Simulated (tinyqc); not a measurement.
Reflectance at normal incidence against thickness.

Normal incidence on air, film (n1) and substrate (N2 = n2 - i k2): r01 = (1 - n1)/(1 + n1), r12 = (n1 - N2)/(n1 + N2), amplitude (r01 + r12 X)/(1 + r01 r12 X), X = exp(-4 pi i n1 d/lam), R its squared modulus, phase from 0 to 360 degrees.

Parameters, values chosen for the exercise:
- lam = 632.8 nm (wavelength)
- n1 = 2.036 (index of the transparent film)
- n2 = 3.882 (index of the substrate)
- k2 = 0.019 (extinction coefficient of the substrate)

Reflectance at normal incidence against thickness:
```
d (nm)   R (%)  phase of the reflected amplitude (degrees)
0        34.85                                       179.8
20       31.08                                       161.9
40       20.24                                       142.3
60       6.133                                       121.5
80      0.2404                                       224.6
100      9.412                                       233.6
120      23.49                                       212.7
140      32.70                                       193.6
160      34.64                                       175.8
```

R goes from 34.9 through a minimum of 0.240 (at d = 80 nm among the rows listed) to 34.6 %. At a quarter wave, d = 77.7 nm, R = 0.108 %; for a transparent substrate it would vanish for n1 = sqrt(n2) = 1.97.

Computed by the program tinyqc: `OMP_NUM_THREADS=1 python tinyqc.py 2870190 2870191 out.jsonl`, one thread of a shared Intel Xeon 2.30GHz, about 0.01 s for the whole run.
